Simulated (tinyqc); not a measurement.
Inside a calculation. Method: RKS/B3LYP (VWN-RPA form) in the 6-311g basis, for He, spin multiplicity 1. Computed by tinyqc, a small Python program that keeps every step (integrals from PySCF). Settings: charge = 0, multiplicity = 1, basis = 6-311g, energy threshold = 1e-09, iteration cap = 59, orthogonalisation = symmetric, start = core, DIIS depth = 4, DIIS from iteration = 2, method = RKS, functional = b3lyp, grid = [10, 86]. Command: `OMP_NUM_THREADS=1 python tinyqc.py 20672 20673 out.jsonl` (the two numbers bound the seeds that draw the settings). One thread of a shared host (Intel(R) Xeon(R) Processor @ 2.60GHz), about 0.2 s of CPU time with the checks. Later iterations appear only in the table of the cycle.

## One-electron integrals

Geometry (angstrom):

| atom | x | y | z |
|---|---|---|---|
| He | 0.000000 | 0.000000 | 0.000000 |

Basis 6-311g: exponents (1/bohr^2) and contraction coefficients of normalised primitives:

| element | l (shell) | exponent | coefficient |
|---|---|---|---|
| He | s (1) | 98.124300 | 0.028745 |
| He | s (1) | 14.768900 | 0.208061 |
| He | s (1) | 3.318830 | 0.837635 |
| He | s (2) | 0.874047 | 1.000000 |
| He | s (3) | 0.244564 | 1.000000 |

Overlap, kinetic and nuclear-attraction integrals over the contracted functions; the nuclear repulsion is the sum of Za Zb / Rab.

nuclear repulsion = 0 hartree

overlap S, lower triangle:
```
          1He 1s    1He 2s    1He 3s
1He 1s  1.000000
1He 2s  0.680472  1.000000
1He 3s  0.328596  0.751574  1.000000
```

kinetic energy T (hartree), lower triangle:
```
          1He 1s    1He 2s    1He 3s
1He 1s  6.857100
1He 2s  1.439474  1.311071
1He 3s  0.225603  0.430865  0.366846
```

nuclear attraction V (hartree), lower triangle:
```
           1He 1s     1He 2s     1He 3s
1He 1s  -7.306289
1He 2s  -3.464825  -2.983784
1He 3s  -1.535069  -1.793893  -1.578325
```

core Hamiltonian H = T + V (hartree), lower triangle:
```
           1He 1s     1He 2s     1He 3s
1He 1s  -0.449189
1He 2s  -2.025351  -1.672714
1He 3s  -1.309466  -1.363028  -1.211479
```

## Two-electron integrals

Functions are numbered as in S; the eight-fold symmetry (ij|kl) = (ji|kl) = (kl|ij) leaves the list below.

Two-electron integrals (ij|kl) in chemists' order, unique and non-zero (hartree):
```
(11|11) 2.395117   (21|11) 1.347337   (21|21) 0.798707   (22|11) 1.358411
(22|21) 0.863847   (22|22) 1.054927   (31|11) 0.614121   (31|21) 0.368625
(31|22) 0.406802   (31|31) 0.170715   (32|11) 0.842709   (32|21) 0.547009
(32|22) 0.700418   (32|31) 0.259418   (32|32) 0.476676   (33|11) 0.767030
(33|21) 0.510236   (33|22) 0.697580   (33|31) 0.244176   (33|32) 0.494732
(33|33) 0.558022
```

## Orthogonalisation

S = U s U^T; symmetric (Loewdin) form X = U s^(-1/2) U^T, so that X^T S X = 1.

eigenvalues of S: 0.135706  0.673445  2.190848

X, lower triangle:
```
           1He 1s     1He 2s    1He 3s
1He 1s   1.316564
1He 2s  -0.645914   1.855498
1He 3s   0.150682  -0.771405  1.436671
```

## Starting guess

The start is the orbitals of the core Hamiltonian; D = 2 C_occ C_occ^T.

D at the start, lower triangle:
```
          1He 1s    1He 2s    1He 3s
1He 1s  0.226713
1He 2s  0.414720  0.758636
1He 3s  0.115027  0.210415  0.058361
```

## Iteration 1: exchange-correlation on the grid

Becke grid with 10 radial and 86 angular points per atom, points of zero weight dropped. rho = sum D_ij phi_i phi_j; V_xc,ij = sum w v_xc phi_i phi_j plus the gradient terms; v_xc is d(rho eps)/d rho at fixed gradient. Exact exchange is left to K.

The 16 grid points with the largest w rho, of 860 (bohr, atomic units):

| x | y | z | w | rho | \|grad rho\|^2 | eps_xc | v_xc |
|---|---|---|---|---|---|---|---|
| 0.382923 | 0.382923 | -0.382923 | 0.028008 | 0.358725 | 2.034505 | -0.518606 | -0.585933 |
| -0.382923 | 0.382923 | -0.382923 | 0.028008 | 0.358725 | 2.034505 | -0.518606 | -0.585933 |
| -0.382923 | -0.382923 | -0.382923 | 0.028008 | 0.358725 | 2.034505 | -0.518606 | -0.585933 |
| 0.382923 | -0.382923 | -0.382923 | 0.028008 | 0.358725 | 2.034505 | -0.518606 | -0.585933 |
| 0.382923 | -0.382923 | 0.382923 | 0.028008 | 0.358725 | 2.034505 | -0.518606 | -0.585933 |
| -0.382923 | -0.382923 | 0.382923 | 0.028008 | 0.358725 | 2.034505 | -0.518606 | -0.585933 |
| -0.382923 | 0.382923 | 0.382923 | 0.028008 | 0.358725 | 2.034505 | -0.518606 | -0.585933 |
| 0.382923 | 0.382923 | 0.382923 | 0.028008 | 0.358725 | 2.034505 | -0.518606 | -0.585933 |
| -0.125395 | -0.460525 | 0.460525 | 0.027850 | 0.358725 | 2.034505 | -0.518606 | -0.585933 |
| 0.125395 | 0.460525 | -0.460525 | 0.027850 | 0.358725 | 2.034505 | -0.518606 | -0.585933 |
| -0.125395 | 0.460525 | -0.460525 | 0.027850 | 0.358725 | 2.034505 | -0.518606 | -0.585933 |
| -0.460525 | 0.460525 | 0.125395 | 0.027850 | 0.358725 | 2.034505 | -0.518606 | -0.585933 |
| 0.460525 | 0.460525 | -0.125395 | 0.027850 | 0.358725 | 2.034505 | -0.518606 | -0.585933 |
| 0.460525 | 0.460525 | 0.125395 | 0.027850 | 0.358725 | 2.034505 | -0.518606 | -0.585933 |
| -0.460525 | -0.460525 | 0.125395 | 0.027850 | 0.358725 | 2.034505 | -0.518606 | -0.585933 |
| 0.460525 | -0.460525 | 0.125395 | 0.027850 | 0.358725 | 2.034505 | -0.518606 | -0.585933 |

electrons on the grid, sum of w rho = 2.004688

E_xc = sum of w rho eps_xc = -1.04687126 hartree

V_xc (hartree), lower triangle:
```
           1He 1s     1He 2s     1He 3s
1He 1s  -0.998596
1He 2s  -0.562420  -0.561265
1He 3s  -0.256102  -0.339331  -0.287699
```

## Iteration 1: building the Kohn-Sham matrix

J_ij = sum D_kl (ij|kl), K_ij = sum D_kl (ik|jl); F = H + J - 0.1 K + V_xc; E = tr D H + tr D J / 2 - 0.05 tr D K + E_xc + E_nn.

Coulomb J (hartree), lower triangle:
```
          1He 1s    1He 2s    1He 3s
1He 1s  3.231763
1He 2s  1.968063  2.253839
1He 3s  0.916292  1.465280  1.423253
```

exchange K (hartree), lower triangle:
```
          1He 1s    1He 2s    1He 3s
1He 1s  2.572841
1He 2s  2.210577  2.146310
1He 3s  1.340638  1.374984  0.912437
```

Kohn-Sham matrix F (hartree), lower triangle:
```
           1He 1s     1He 2s     1He 3s
1He 1s   1.526693
1He 2s  -0.840765  -0.194771
1He 3s  -0.783340  -0.374577  -0.167168
```

total energy of this density = -2.79971514 hartree

## Iteration 1: diagonalisation and new density

Diagonalise F' = X^T F X, C = X C', fill 1 alpha and 1 beta electrons from the bottom; D = 2 C_occ C_occ^T. Each column has its largest component positive (the first on a tie).

F' = X^T F X (hartree), lower triangle:
```
           1          2         3
1   3.753290
2  -2.869643   2.173878
3  -0.002967  -0.741990  0.260278
```

orbital energies (hartree): MO1 -0.495986, MO2 0.708150, MO3 5.975284

coefficients C:
```
             MO1        MO2        MO3
1He 1s  0.251953  -0.158623  -1.443818
1He 2s  0.423819  -1.173516   1.702463
1He 3s  0.477672   1.399854  -0.702875
```

D after iteration 1, lower triangle:
```
          1He 1s    1He 2s    1He 3s
1He 1s  0.126961
1He 2s  0.213565  0.359246
1He 3s  0.240702  0.404893  0.456341
```

## Iteration 2: exchange-correlation on the grid

As before.

The 16 grid points with the largest w rho, of 860 (bohr, atomic units):

| x | y | z | w | rho | \|grad rho\|^2 | eps_xc | v_xc |
|---|---|---|---|---|---|---|---|
| -0.382923 | -0.382923 | 0.382923 | 0.028008 | 0.286579 | 0.928803 | -0.477018 | -0.548186 |
| -0.382923 | -0.382923 | -0.382923 | 0.028008 | 0.286579 | 0.928803 | -0.477018 | -0.548186 |
| -0.382923 | 0.382923 | -0.382923 | 0.028008 | 0.286579 | 0.928803 | -0.477018 | -0.548186 |
| 0.382923 | 0.382923 | -0.382923 | 0.028008 | 0.286579 | 0.928803 | -0.477018 | -0.548186 |
| 0.382923 | -0.382923 | -0.382923 | 0.028008 | 0.286579 | 0.928803 | -0.477018 | -0.548186 |
| 0.382923 | 0.382923 | 0.382923 | 0.028008 | 0.286579 | 0.928803 | -0.477018 | -0.548186 |
| 0.382923 | -0.382923 | 0.382923 | 0.028008 | 0.286579 | 0.928803 | -0.477018 | -0.548186 |
| -0.382923 | 0.382923 | 0.382923 | 0.028008 | 0.286579 | 0.928803 | -0.477018 | -0.548186 |
| -0.460525 | 0.125395 | -0.460525 | 0.027850 | 0.286579 | 0.928803 | -0.477018 | -0.548186 |
| -0.125395 | 0.460525 | 0.460525 | 0.027850 | 0.286579 | 0.928803 | -0.477018 | -0.548186 |
| 0.460525 | 0.125395 | 0.460525 | 0.027850 | 0.286579 | 0.928803 | -0.477018 | -0.548186 |
| -0.460525 | 0.125395 | 0.460525 | 0.027850 | 0.286579 | 0.928803 | -0.477018 | -0.548186 |
| 0.460525 | -0.125395 | 0.460525 | 0.027850 | 0.286579 | 0.928803 | -0.477018 | -0.548186 |
| 0.125395 | -0.460525 | 0.460525 | 0.027850 | 0.286579 | 0.928803 | -0.477018 | -0.548186 |
| 0.460525 | -0.125395 | -0.460525 | 0.027850 | 0.286579 | 0.928803 | -0.477018 | -0.548186 |
| -0.460525 | -0.125395 | -0.460525 | 0.027850 | 0.286579 | 0.928803 | -0.477018 | -0.548186 |

electrons on the grid, sum of w rho = 2.002207

E_xc = sum of w rho eps_xc = -0.82534960 hartree

V_xc (hartree), lower triangle:
```
           1He 1s     1He 2s     1He 3s
1He 1s  -0.901820
1He 2s  -0.515055  -0.539424
1He 3s  -0.235937  -0.337072  -0.300515
```

## Iteration 2: building the Kohn-Sham matrix

As before.

Coulomb J (hartree), lower triangle:
```
          1He 1s    1He 2s    1He 3s
1He 1s  2.695660
1He 2s  1.675804  2.001778
1He 3s  0.785246  1.328915  1.338746
```

exchange K (hartree), lower triangle:
```
          1He 1s    1He 2s    1He 3s
1He 1s  1.838559
1He 2s  1.738224  1.897406
1He 3s  1.181951  1.388596  1.076546
```

Kohn-Sham matrix F (hartree), lower triangle:
```
           1He 1s     1He 2s     1He 3s
1He 1s   1.160796
1He 2s  -1.038425  -0.400101
1He 3s  -0.878352  -0.510044  -0.280903
```

total energy of this density = -2.90636500 hartree

## Iteration 2: diagonalisation and new density

As before.

F' = X^T F X (hartree), lower triangle:
```
           1          2         3
1   3.355664
2  -2.864137   2.013523
3  -0.022916  -0.782703  0.200111
```

orbital energies (hartree): MO1 -0.708004, MO2 0.610399, MO3 5.666904

coefficients C:
```
             MO1        MO2        MO3
1He 1s  0.279028  -0.168552  -1.437702
1He 2s  0.475967  -1.113388   1.728864
1He 3s  0.397244   1.414234  -0.723832
```

D after iteration 2, lower triangle:
```
          1He 1s    1He 2s    1He 3s
1He 1s  0.155714
1He 2s  0.265616  0.453088
1He 3s  0.221684  0.378150  0.315605
```

## Iteration 6 (converged): orbitals

converged F (hartree), lower triangle:
```
           1He 1s     1He 2s     1He 3s
1He 1s   1.244730
1He 2s  -0.993234  -0.352859
1He 3s  -0.857309  -0.479325  -0.254584
```

As before.

F' = X^T F X (hartree), lower triangle:
```
           1          2         3
1   3.446968
2  -2.865467   2.051559
3  -0.019120  -0.774312  0.214968
```

orbital energies (hartree): MO1 -0.658621, MO2 0.634332, MO3 5.737786

coefficients C:
```
             MO1        MO2        MO3
1He 1s  0.272869  -0.166316  -1.439144
1He 2s  0.465156  -1.127115   1.722901
1He 3s  0.414778   1.411669  -0.718989
```

D after iteration 6, lower triangle:
```
          1He 1s    1He 2s    1He 3s
1He 1s  0.148914
1He 2s  0.253853  0.432740
1He 3s  0.226359  0.385873  0.344081
```

## Convergence

Stop when the energy changes by less than 1e-09 hartree and every element of the error matrix X^T (F D S - S D F) X is below 9e-06.

Course of the cycle:

| iteration | E (hartree) | change | largest element of the error matrix |
|---|---|---|---|
| 1 | -2.79971514 | - | 4.92e-01 |
| 2 | -2.90636500 | -1.07e-01 | 1.66e-01 |
| 3 | -2.91496985 | -8.60e-03 | 4.69e-02 |
| 4 | -2.91571932 | -7.49e-04 | 3.70e-04 |
| 5 | -2.91571937 | -4.92e-08 | 1.54e-06 |
| 6 | -2.91571937 | -3.91e-13 | 1.42e-09 |

PySCF RKS in the same basis, fine grid = -2.91302786 hartree

Converged in 6 iterations. The coarse grid moves the energy by -2.69e-03 hartree.

## Populations

Mulliken: Z minus the diagonal of D S on the atom; Loewdin: the same with S^(1/2) D S^(1/2).

Charges (e):

| atom | Mulliken | Loewdin |
|---|---|---|
| 1He | 0 | 0 |
